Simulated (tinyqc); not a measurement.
Drift layer from breakdown voltage and on-resistance.

Problem. An ideal drift layer with a triangular field at breakdown has BV = Ec W/2, N = eps0 eps_r Ec/(q W) and Ron = W/(q mu N). Find Ec, W and N.

Inputs (values chosen for the exercise):

| symbol | value | unit | meaning |
|---|---|---|---|
| eps_r | 13 |  | relative permittivity |
| mu | 7890 | cm^2/(V s) | electron mobility of the drift layer |

Constants: q = 1.602176634e-19 C, eps0 = 8.8541878128e-14 F/cm where lengths are in cm. Results are converted to the units shown.

BV = 327.18476 V
Ron = 2.3099054 mohm cm^2

Answer. Eliminating W and N gives Ron = 4 BV^2/(eps0 eps_r mu Ec^3), which yields Ec.

Ec = 273.3 kV/cm
W = 23.94 um
N = 8.200e14 cm^-3

Computed by the program tinyqc: `OMP_NUM_THREADS=1 python tinyqc.py 2120141 2120142 out.jsonl`, one thread of a shared Intel Xeon 2.30GHz, about 0.06 s for the whole run.
